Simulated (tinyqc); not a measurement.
# Surface photovoltage measurement of the minority-carrier diffusion length in a wafer, step by step

A worked calculation. Computed by tinyqc, a small Python program that keeps every step. Command: `OMP_NUM_THREADS=1 python tinyqc.py 3130445 3130446 out.jsonl spv walk`. One thread of a shared host (Intel(R) Xeon(R) Processor @ 2.30GHz), about 0.01 s of CPU time with the checks. Intermediate numbers are printed to about 6 digits and carried at full precision; extremes and crossings named in words are read from the listed rows.

Low injection, steady light, a depletion layer much thinner than 1/alpha and L. The excess density dn is taken at the front edge of the neutral region; light that reaches the back is lost.

Inputs (values chosen for the exercise, modelled on p-type silicon at room temperature):

| quantity | value | unit |
|---|---|---|
| diffusion length L | 82 | micrometre |
| wafer thickness W | 300 | micrometre |
| diffusivity D | 29.7 | cm^2/s |
| front recombination velocity S_f | 630 | cm/s |
| back recombination velocity S_b | 6300 | cm/s |
| photon flux entering | 3.6e+12 | 1/(cm^2 s) |
| minority density at the surface barrier scale n_0 | 8.2e+09 | 1/cm^3 |
| temperature T | 298 | K |
| wavelength | 812 | nm |
| relative noise of each reading | 1 | % |
| diffusion length after pair splitting over L | 0.41 | - |
| iron factor C | 1.09e+16 | micrometre^2/cm^3 |

Constants: k_B = 8.617333262e-05 eV/K.

## One wavelength

alpha = (84.732/lambda - 76.417)^2 per cm with lambda in micrometre (an empirical fit for silicon between 0.7 and 1.05 micrometre). Thick wafer: dn = Phi L/((S_f + D/L)(L + 1/alpha)). Finite wafer, with s = S_b L/D, w = W/L, a = alpha L: dn = [Phi a/(a^2 - 1)] [a - B - exp(-alpha W)(a - s)/(cosh w + s sinh w)]/(S_f + B D/L), B = (sinh w + s cosh w)/(cosh w + s sinh w). Photovoltage V = (k_B T/e) ln(1 + dn/n_0). Lifetime = L^2/D.

alpha = 780.239 1/cm

penetration depth 1/alpha = 12.8166 micrometre

dn, thick wafer = 7.32224e+08 1/cm^3

B = 1.00036

dn, finite wafer = 7.31951e+08 1/cm^3

photovoltage V = 2.19563 mV

lifetime = 2.26397 microsecond

## The linear plot

normal deviates g for the noise: -0.13  0.27  0.33  1.38  1.58  1.75  -1.29

Readings y = (Phi/dn) (1 + noise x g) at 780, 830, 880, 920, 950, 975 and 995 nm; a least-squares line y = c (1/alpha + L_app) gives L_app = intercept/slope.

Readings:

| lambda (nm) | 1/alpha (micrometre) | y (cm/s) | line (cm/s) |
|---|---|---|---|
| 780 | 9.636 | 4747.1 | 4805.1 |
| 830 | 15.176 | 5054.4 | 5091.8 |
| 880 | 25.330 | 5586.3 | 5617.2 |
| 920 | 40.658 | 6452.2 | 6410.5 |
| 950 | 61.278 | 7555.9 | 7477.7 |
| 975 | 90.917 | 9146.8 | 9011.6 |
| 995 | 130.888 | 10951.3 | 11080.2 |

slope = 51.7532 cm/(s micrometre)

apparent length L_app = 83.2094 micrometre

error of L_app (rounded to 0.001) = 1.475 %

Without noise the error would be -1.0 %, from the finite thickness at W/L = 3.7. S_f scales all readings alike and leaves L_app unchanged.

## Where the wafer is too thin

No noise; L is varied at fixed W, and the last two columns set S_b to 0 and to 1e7 cm/s.

Apparent length (micrometre):

| L | W/L | given S_b | S_b = 0 | S_b = 1e7 |
|---|---|---|---|---|
| 15 | 20.0000 | 15.000 | 15.000 | 15.000 |
| 30 | 10.0000 | 30.000 | 30.000 | 29.999 |
| 60 | 5.0000 | 59.889 | 60.124 | 59.704 |
| 90 | 3.3333 | 88.613 | 91.495 | 87.127 |
| 150 | 2.0000 | 135.779 | 163.544 | 127.752 |
| 240 | 1.2500 | 177.413 | 292.811 | 158.786 |
| 390 | 0.7692 | 205.766 | 510.881 | 177.597 |
| 630 | 0.4762 | 219.695 | 759.673 | 186.221 |
| 1200 | 0.2500 | 226.762 | 993.410 | 190.451 |

With a fast back surface L_app levels off, at 190 micrometre in the last row; with a passive one it reaches up to 1.31 times L among these rows and is 993 in the last. All three columns are within 5 % of L down to W/L = 3.3.

## Iron from two lengths

Splitting iron-boron pairs in boron-doped silicon shortens L; with nothing else changing, [Fe] = C (1/L_after^2 - 1/L^2). It is evaluated with the true lengths and with the apparent ones (without noise), which differ when the wafer is not thick against L.

L_after = 33.62 micrometre

[Fe] from the true lengths = 8.02236e+12 1/cm^3

[Fe] from the apparent lengths = 7.98974e+12 1/cm^3

bias, apparent over true less 1 (rounded to 0.001) = -0.407 %

Checks made by the program: dn against a finite-difference solution (relative difference 4e-06).
